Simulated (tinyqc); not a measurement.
Permittivity and interface capacitance from two thicknesses.

Inverse problem. 1/C = t/(eps0 ek) + 2/ci for planar capacitors that differ only in thickness. Find ek, ci and the EOT of the interfaces, 2 x 3.9 eps0/ci.

Constants: eps0 = 8.8541878128e-14 F/cm where lengths are in cm. Results are converted to the units shown.

C at t = 4.2 and 13 nm (uF/cm^2): [31.783521, 10.730245]

Answer. 1/C is a straight line in t: the slope gives ek and the intercept 2/ci. A single thickness would give only the effective permittivity; when the interfaces are a small part of 1/C, ci needs very accurate data.

ek = 161
ci = 1.00e3 uF/cm^2
EOT of the interfaces = 0.00691 nm

Computed by the program tinyqc: `OMP_NUM_THREADS=1 python tinyqc.py 2102034 2102035 out.jsonl`, one thread of a shared Intel Xeon 2.30GHz, about 0.01 s for the whole run.
